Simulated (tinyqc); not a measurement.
Precursor delivery and alloy composition in metal-organic vapour-phase epitaxy: one step, computed by the program tinyqc.

Carrier gas leaves each bubbler saturated. Group-III species cross a boundary layer and react at the surface; element 2 can also desorb. The film is (1)_(1-x) (2)_x V with a zinc-blende cell.

Problem. Transport to the surface. Partial pressure p_i = p F_i/(44615 x total flow in slm); density n_i = p_i/(k_B T), 1 torr = 133.322 Pa; D = D0 (T/273.15)^1.75 (760/p), h = D/delta, the same for both; k_s = prefactor x exp(-energy/(k_B T)); arrival J_i = n_i/(1/h + 1/k_s); in layers per second g_i = J_i a^2/2 (two group-III sites per a^2 on (001)). Temperatures in kelvin are T(C) + 273.15.

Inputs (values chosen for the exercise, close to those used for AlGaAs from TMAl and TMGa):
```
quantity,value,unit
source 1: bath temperature,20,C
source 2: bath temperature,-6,C
total flow,18,slm
reactor pressure p,760,torr
diffusivity D0 at 273.15 K and 760 torr,0.37,cm^2/s
boundary layer delta,0.82,cm
prefactor of the surface rate k_s,1.5e+13,cm/s
energy of k_s,1.98,eV
lattice constant a,5.655,angstrom
growth temperature T,630,C
```

molar flows (micromol/min): F1 23.85906, F2 63.12419

Constants: k_B = 1.380649e-23 J/K; k_B = 8.617333262e-05 eV/K.

Give: densities; h; k_s; arrival rates.

Solution.

densities (1/cm^3): n1 2.4142e+14, n2 6.3873e+14

h = 3.6582 cm/s

k_s = 134.04 cm/s

arrival rates (layers/s): g1 1.3746, g2 3.6368

Growth is transport-limited. Caution: trimethylaluminium is largely a dimer in the vapour, which would double its metal flow; it is counted as a monomer here.
